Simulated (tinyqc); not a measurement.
Born-Mayer model of an ionic crystal AB. Inputs raised by 10 %, one at a time. Computed by tinyqc, a small Python program. Command: `OMP_NUM_THREADS=1 python tinyqc.py 3005555 3005556 out.jsonl bornmayer sens`. One thread of a shared host (Intel(R) Xeon(R) Processor @ 2.30GHz), about 0.02 s of CPU time with the checks.

Energies are per ion pair and r is the nearest distance of unlike ions.

Inputs (values chosen for the exercise, for a model salt):
```
quantity                        value           unit
ionic charge z                      1              -
unlike repulsion lambda         15400             eV
range rho                       0.284       angstrom
like repulsion lambda2           1180             eV
dispersion C between like ions     24  eV angstrom^6
pressure P                          2            GPa
```

Structure: zinc blende. Short range: with like-ion terms.

Constants: e^2/(4 pi eps_0) = 14.39964548 eV angstrom; 1 eV/angstrom^3 = 160.2176634 GPa.

Method:
- Madelung constant M, unlike neighbours z1, like neighbours z2 at f r, volume per pair: rock salt 1.747565, 6, 12, sqrt2, 2 r^3; caesium chloride 1.762675, 8, 6, 2/sqrt3, 8 r^3/(3 sqrt3); zinc blende 1.638055, 4, 12, sqrt(8/3), 16 r^3/(3 sqrt3).
- U(r) = -M z^2 e^2/(4 pi eps_0 r) + z1 lambda exp(-r/rho) + z2 [lambda2 exp(-f r/rho) - C/(f r)^6] (one mean like-ion term for both sublattices).
- Newton steps on g(r) = U'(r), from r = 9 rho: r(new) = r - U'(r)/U''(r), with the move limited to 0.3 angstrom. Where U'' is negative, move 0.3 angstrom downhill. Stop when |U'| is below 1e-9.
- B = U''(r0)/(9 c r0), with the volume written as c r^3.
- With the volume written as c r^3, under pressure take the root at the minimum of the enthalpy and solve U'(r) + 3 c r^2 P = 0; H = U + P V; B = (U'' - 2 U'/r)/(9 c r).

Runs; columns: (1) input moved; (2) from; (3) to; (4) equilibrium distance r0 (angstrom); (5) lattice energy U (eV per pair); (6) bulk modulus B (GPa); (7) volume at P (angstrom^3):
```
(1)                                               (2)     (3)    (4)     (5)    (6)    (7)
base run                                            -       -  3.260  -6.611  11.50   94.3
unlike repulsion lambda (eV)                    15400   16940  3.293  -6.551  11.18   96.9
range rho (angstrom)                            0.284  0.3124  3.624  -5.951   7.61  124.1
like repulsion lambda2 (eV)                      1180    1298  3.260  -6.611  11.50   94.3
dispersion C between like ions (eV angstrom^6)     24    26.4  3.260  -6.612  11.51   94.2
ionic charge z                                      1     1.1  3.195  -8.146  14.72   90.6
```

Exponents ln(y'/y) / ln(x'/x):
```
input                           equilibrium distance r0  lattice energy U  bulk modulus B  volume at P
unlike repulsion lambda                           0.105            -0.096          -0.296        0.291
range rho                                         1.109            -1.103          -4.327        2.885
like repulsion lambda2                            0.000             0.000           0.000        0.000
dispersion C between like ions                   -0.001             0.002           0.008       -0.003
ionic charge z                                   -0.213             2.191           2.587       -0.418
```

Which inputs matter most for each result?

Among the inputs moved here: equilibrium distance r0 answers most in size to range rho (exponent +1.109), next to ionic charge z (-0.213); its exponent is below 0.0005 for like repulsion lambda2. Lattice energy U answers most in size to ionic charge z (exponent +2.191), next to range rho (-1.103); its exponent is below 0.0005 for like repulsion lambda2. Bulk modulus B answers most in size to range rho (exponent -4.327), next to ionic charge z (+2.587); its exponent is below 0.0005 for like repulsion lambda2. Volume at P answers most in size to range rho (exponent +2.885), next to ionic charge z (-0.418); its exponent is below 0.0005 for like repulsion lambda2.
